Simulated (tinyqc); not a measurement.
X-ray reflectivity of a thin film on silicon: critical angles, Parratt recursion, fringes and roughness: one step, computed by the program tinyqc. Command: `OMP_NUM_THREADS=1 python tinyqc.py 3120901 3120902 out.jsonl xrr walk`. One thread of a shared host (Intel(R) Xeon(R) Processor @ 2.30GHz), about 0.01 s of CPU time with the checks.

n = 1 - delta + i beta; the classical electron radius is r_e = 2.8179403e-6 nm. Layer 0 is vacuum, 1 the film, 2 the substrate.

Task: Fringe period, contrast and decay. Far above the critical angle the period is d theta = lambda/(2 d), or 2 pi/d in q; the envelope runs between (|r_01| - |r_12 p|)^2 and (|r_01| + |r_12 p|)^2; contrast = 2 a b/(a^2 + b^2) with a = |r_01|, b = |r_12 p|; roughness factors on the amplitudes are about exp(-q^2 sigma^2/2).

Inputs (values chosen for the exercise, modelled on TiN on silicon, copper K-alpha radiation): wavelength lambda = 0.15406 nm; film thickness d = 50.3 nm; roughness of the surface sigma_1 = 0.84 nm; roughness of the interface sigma_2 = 0.63 nm.

1000 r_01 = 7.251023-0.616801i

1000 r_12 = -5.784445+0.799791i

p = 0.7357292-0.2490561i

q = 4 pi sin(theta)/lambda = 1.679765 1/nm

Give: period in theta; period in q; contrast; roughness factor, surface; roughness factor, interface.

Result:

period in theta = 0.08774 degrees

period in q = 0.1249 1/nm

contrast = 0.8978

roughness factor, surface = 0.3696

roughness factor, interface = 0.5712
